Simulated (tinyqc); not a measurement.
# Electroplating on a thin resistive seed layer: kinetics, Wagner number and the terminal effect across a wafer, step by step

A worked calculation. Computed by tinyqc, a small Python program that keeps every step. Command: `OMP_NUM_THREADS=1 python tinyqc.py 3120148 3120149 out.jsonl terminal walk`. One thread of a shared host (Intel(R) Xeon(R) Processor @ 2.30GHz), about 0.02 s of CPU time with the checks. Intermediate numbers are printed to about 6 digits and carried at full precision; extremes and crossings named in words are read from the listed rows.

Current enters the seed at the rim. The bath is treated as a local resistance per area (no lateral flow in the liquid), two electrons per ion, molar volume 7.11 cm^3/mol, Faraday constant F = e N_A, kinematic viscosity 0.01 cm^2/s, omega = 2 pi x rpm/60; k_B T/e is in volts.

Inputs (values chosen for the exercise, of the order of those for copper plating from an acid sulfate bath):
```
quantity                             value         unit
wafer radius R                         7.5           cm
seed thickness t                        88           nm
seed resistivity                        13  microohm cm
bath conductivity kappa               0.07         S/cm
gap to the anode h                     7.3           cm
extra resistance of a porous plate       0     ohm cm^2
exchange current density i_0          0.31      mA/cm^2
cathodic transfer coefficient alpha   0.44            -
mean current density                    30      mA/cm^2
diffusivity of the metal ion         5e-06       cm^2/s
metal ion concentration               0.49        mol/L
rotation rate                          100          rpm
temperature T                          298            K
```

Constants: e = 1.602176634e-19 C; N_A = 6.02214076e+23 1/mol; k_B = 8.617333262e-05 eV/K.

## Rate, limit and resistances

Growth rate = i V_m/(2 F). Levich limit i_L = 0.62 x 2 F D^(2/3) omega^(1/2) nu^(-1/6) c. Tafel overpotential eta = (k_B T/(alpha e)) ln(i/i_0); kinetic resistance k_B T/(alpha e i); bath resistance h/kappa + plate; R_s = resistivity/t; Wagner number = kinetic resistance x kappa/R.

growth rate = 663.210 nm/min

limiting current i_L = 119.511 mA/cm^2

overpotential = 266.857 mV

kinetic resistance = 1.94543 ohm cm^2

bath resistance R_b = 104.286 ohm cm^2

sheet resistance R_s = 1.47727 ohm/square

Wagner number = 0.0181573

## Linear estimate of the terminal effect

Linearised: with R_t = kinetic + bath resistance the current density obeys (1/r)(r i')' = i R_s/R_t, so i = A I_0(r/l), l = sqrt(R_t/R_s); with x = R/l, edge/centre = I_0(x) and edge/mean = x I_0(x)/(2 I_1(x)). Voltage drop in the seed for a uniform current: i R_s R^2/4.

length l = 8.47999 cm

x = R/l = 0.884435

edge over centre, linear = 1.20533

edge over mean, linear = 1.09474

drop for uniform current = 623.224 mV

For small x edge/centre is 1 + x^2/4 = 1.196.

## Current distribution

Full model: seed potential phi(r) with (1/r)(r phi')' = R_s i, where i solves phi = R_b i + (k_B T/(alpha e)) ln(i/i_0) (phi being the driving voltage left at r); phi'(0) = 0 and phi'(R) = R_s i_mean R/2. Solved by collocation to a tolerance of 1e-7.

Across the wafer:
```
r/R   i (mA/cm^2)   i/mean  i/mean, linear
0.00      27.2491  0.90830         0.90825
0.20      27.4623  0.91541         0.91537
0.40      28.1071  0.93690         0.93689
0.60      29.1992  0.97331         0.97333
0.75      30.3275  1.01092         1.01094
0.90      31.7376  1.05792         1.05792
1.00      32.8437  1.09479         1.09474
```

edge over centre, full model = 1.20531

The full model gives 1.21 against 1.21 from the linear form; the kinetic resistance, which the linear form holds fixed, is a small part of R_t here.

## As the film thickens, and with more bath resistance

The film is taken as uniform, with the seed resistivity; the last column adds 100 ohm cm^2 to R_b. Extra power of that plate = i^2 x 100 ohm cm^2 x area.

Edge over centre:
```
thickness (nm)  R_s (ohm/square)  as given  with 100 ohm cm^2 more
88                       1.47727   1.20531                 1.10330
132                      0.98485   1.13468                 1.06829
176                      0.73864   1.10019                 1.05100
264                      0.49242   1.06625                 1.03386
440                      0.29545   1.03950                 1.02025
880                      0.14773   1.01965                 1.01010
1760                     0.07386   1.00980                 1.00504
```

extra power = 15.9043 W

The ratio falls below 1.1 from 264 nm on as given, and from 132 nm on with the added resistance: what counts is R_s R^2 against the sum of kinetic and bath resistance.

Checks made by the program: mean of the distribution (relative difference 2e-08).
